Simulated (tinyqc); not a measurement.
Flow curve at three pumping speeds: Berg model of reactive sputtering of a nitride or oxide: poisoning, hysteresis and pumping speed. Computed by tinyqc, a small Python program. Command: `OMP_NUM_THREADS=1 python tinyqc.py 3009437 3009438 out.jsonl berg walk`. One thread of a shared host (Intel(R) Xeon(R) Processor @ 2.30GHz), about 0.07 s of CPU time with the checks.

A diatomic gas reacts with bare metal on the target and on the collecting surfaces; ions remove metal and compound from the target. theta_t and theta_c are the compound fractions.

Inputs (values chosen for the exercise, close to those used for titanium dioxide): ion current density J = 34 mA/cm^2; target area A_t = 210 cm^2; collecting area A_c = 3200 cm^2; metal yield Y_m = 0.44; compound yield Y_c = 0.024; sticking coefficient alpha = 0.41; reactive atoms per metal atom z = 2; gas mass M = 32 u; pumping speed S = 110 l/s; gas temperature T = 300 K.

Constants: e = 1.602176634e-19 C; u = 1.6605390666e-27 kg; k_B = 1.380649e-23 J/K.

Method. Ion flux j = J/e; gas flux F = P/sqrt(2 pi M k_B T). Target: (2/z) alpha F (1 - theta_t) = j Y_c theta_t. Sputtered flows F_c = j Y_c theta_t A_t, F_m = j Y_m (1 - theta_t) A_t. Collector: (2/z) alpha F (1 - theta_c) A_c + F_c (1 - theta_c) = F_m theta_c. Gas use Q = alpha F [(1 - theta_t) A_t + (1 - theta_c) A_c] + P S/(k_B T); 1 sccm = 4.4780e17 molecules/s. Rate R = F_m + F_c, given relative to j Y_m A_t. P is a single-valued function of the flow Q only if dQ/dP > 0 everywhere: S must exceed k_B T times the steepest fall of the surface terms with P.

pressure of the steepest fall = 0.00995012 Pa

critical pumping speed = 815.878 l/s

Pressure as the free variable:
```
P (Pa)  theta_t  theta_c  relative rate  Q at S_c/4 (sccm)  Q at S_c (sccm)  Q at 2 S_c (sccm)
0.0005  0.09767  0.09552        0.90766              3.851            4.016              4.236
0.0010  0.17795  0.18745        0.83175              6.937            7.267              7.707
0.0020  0.30214  0.35034        0.71434             11.179           11.838             12.718
0.0035  0.43107  0.53450        0.59245             14.251           15.406             16.945
0.0060  0.56500  0.71852        0.46582             15.316           17.295             19.934
0.0100  0.68402  0.85321        0.35329             14.299           17.598             21.997
0.0160  0.77597  0.92877        0.26636             12.592           17.871             24.909
0.0250  0.84404  0.96682        0.20200             11.301           19.549             30.546
0.0400  0.89647  0.98591        0.15243             10.979           24.176             41.771
0.0800  0.94541  0.99624        0.10616             13.429           39.822             75.012
```

What follows from these numbers?

At S_c/4 the flow falls with pressure in 4 of the intervals: as the target poisons, less metal arrives to getter the gas. At 2 S_c it rises throughout. Coverages and rate depend on P alone, not on S. The collector converts before the target (theta_c = 0.72 at theta_t = 0.57), since the metal is spread over a larger area and no ions clean it. The rate tends to Y_c/Y_m = 0.055.
